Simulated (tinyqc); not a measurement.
CMOS latch-up, two-transistor model: two steps of the calculation.

A parasitic pnp (emitter at Vdd, base shunted by Rw) and npn (emitter at ground, base shunted by Rs) feed each other: the npn collector current flows out of the pnp base node, the pnp collector current into the npn base node. Forward-active transistors with constant gains: Icn = Isn exp(Vn/Vt), Icp = Isp (exp(Vp/Vt) - 1). A current Ii is injected into the npn base node.

Values chosen for this exercise; values close to those of bulk CMOS:
- T = 300 K (temperature)
- bn = 14.8 (current gain of the npn)
- bp = 5.8 (current gain of the pnp)
- Isn = 5.1e-15 A (saturation current of the npn at T)
- Isp = 6e-15 A (saturation current of the pnp at T)
- Rs = 74 ohm (substrate resistance shunting the npn)
- Rw = 1100 ohm (well resistance shunting the pnp)
- Ii = 5.75 mA (current injected into the substrate)

Constants: q = 1.602176634e-19 C, kB = 1.380649e-23 J/K, Vt = kB T/q. Results are converted to the units shown.

Problem 1. The off branch. Node equations: Vp/Rw + Icp/bp = Icn and Vn/Rs + Icn/bn = Icp + Ii. Loop gain G = gn gp/[(1/Rw + gp/bp)(1/Rs + gn/bn)], gn = Icn/Vt, gp = (Icp + Isp)/Vt; the off state ends where G = 1, and Ii there is the trigger current. For each Vn: Icn, then Vp from the first equation, then Ii from the second.

Vn, point 0 to 7 (V): 0.455  0.535  0.585  0.615  0.635  0.655  0.67  0.685

Wanted: Icn; Vp; Icp; Ii; G.

Solution 1.

```
point  Icn (mA)    Vp (V)   Icp (mA)  Ii (mA)          G
0      2.245e-4  2.470e-4  5.759e-14    6.149  1.656e-13
1      0.004956  0.005452  1.409e-12    7.230  4.468e-12
2       0.03429   0.03772  1.981e-11    7.908  1.071e-10
3        0.1094    0.1204  6.253e-10    8.318   8.239e-9
4        0.2372    0.2609   1.450e-7    8.597   4.004e-6
5        0.5141    0.5624    0.01681    8.869     0.8524
6        0.9185    0.6822      1.730    7.386      12.00
7         1.641    0.7132      5.756    3.612      20.20
```

Ii peaks at 8.870 mA, at Vn = 0.6552 V where G = 1; beyond it the loop feeds itself.

Problem 2. Response to the injected current, once round the loop per iteration. Icn = Isn exp(Vn/Vt); Vp solves Vp/Rw + Icp/bp = Icn; Vn(new) solves Vn/Rs + (Isn/bn) exp(Vn/Vt) = Icp + Ii.

Vn at the start = 0.51 V

Give: Icn; Vp; Icp; Vn after iteration 1.

Solution 2.

Icn = 0.001884 mA
Vp = 0.002073 V
Icp = 5.009e-13 mA
Vn after iteration 1 = 0.4255 V

tinyqc, about 0.07 s, one thread, Intel Xeon 2.30GHz (shared host): `OMP_NUM_THREADS=1 python tinyqc.py 2670106 2670107 out.jsonl`
